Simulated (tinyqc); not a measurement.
Numerical transform against the formula: Lorentz oscillators and the Kramers-Kronig relations.

eps(E) = 1 + sum_j S_j/(E0_j^2 - E^2 - i G_j E).

Kramers-Kronig: eps1(E) = 1 + (2/pi) P integral_0^infinity E1 eps2(E1)/(E1^2 - E^2) dE1. Maclaurin rule on the grid E_j = j h, j = 1 .. M: eps1(E_i) = 1 + (4 h/pi) sum over j with j - i odd of E_j eps2(E_j)/(E_j^2 - E_i^2); nothing is added above E_M.

Values chosen for the exercise:
```
symbol  value         unit  meaning
E0      (2.93, 4.86)  eV    resonances
G       (0.37, 0.98)  eV    widths
S       (21.5, 76.5)  eV^2  strengths
h       0.2           eV    grid step
M       36                  grid points E_j = j h
```

Every third grid point is listed; the error is the transform minus the formula.

Dielectric function:
```
E (eV),eps2,eps1 formula,eps1 transform,error
0.40,0.099,6.811,6.792,-0.019
1.00,0.284,7.204,7.022,-0.181
1.60,0.616,8.147,8.134,-0.013
2.20,1.653,10.503,10.299,-0.204
2.80,14.499,15.542,14.342,-1.200
3.40,4.221,0.763,1.205,0.442
4.00,4.641,6.150,5.866,-0.284
4.60,13.304,6.456,6.459,0.003
5.20,10.470,-7.099,-7.298,-0.199
5.80,3.349,-5.628,-5.726,-0.099
7.00,0.793,-2.339,-2.580,-0.242
```

Give the missing row, E (eV) = 6.40.

Computed row:
```
E (eV)   eps2  eps1 formula  eps1 transform   error
6.40    1.459        -3.562          -3.815  -0.253
```

The largest error listed is -1.200 at 2.80 eV. The rule samples every 2h = 0.4 eV and the narrowest line is 0.37 eV wide, so it is not resolved. The grid ends at 7.2 eV, where eps2 is still 0.668; the error at the last point listed, nearest the missing tail, is -0.242.

(tinyqc, `OMP_NUM_THREADS=1 python tinyqc.py 1650335 1650336 out.jsonl`, Intel(R) Xeon(R) Processor @ 2.30GHz, 1 thread, shared host, about 0.2 s.)
